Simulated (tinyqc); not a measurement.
# Ideality, saturation current and resistance from three points

Question. Well above the saturation current a diode obeys V = n Vt ln(I/I0) + I Rs. Find n, Rs and I0.

Inputs (values chosen for the exercise): temperature T = 250 K.

Constants: q = 1.602176634e-19 C, kB = 1.380649e-23 J/K, Vt = kB T/q. Results are converted to the units shown.

currents (A): 2e-6  0.0004  0.006
voltages (V): 0.24779436  0.40537198  0.48672177

Solution. V is linear in the three unknowns n Vt, Rs and -n Vt ln I0, so three points give a linear system.

n = 1.38
Rs = 0.150 ohm
I0 = 4.80e-10 A

tinyqc, about 0.01 s, one thread, Intel Xeon 2.30GHz (shared host): `OMP_NUM_THREADS=1 python tinyqc.py 2260137 2260138 out.jsonl`
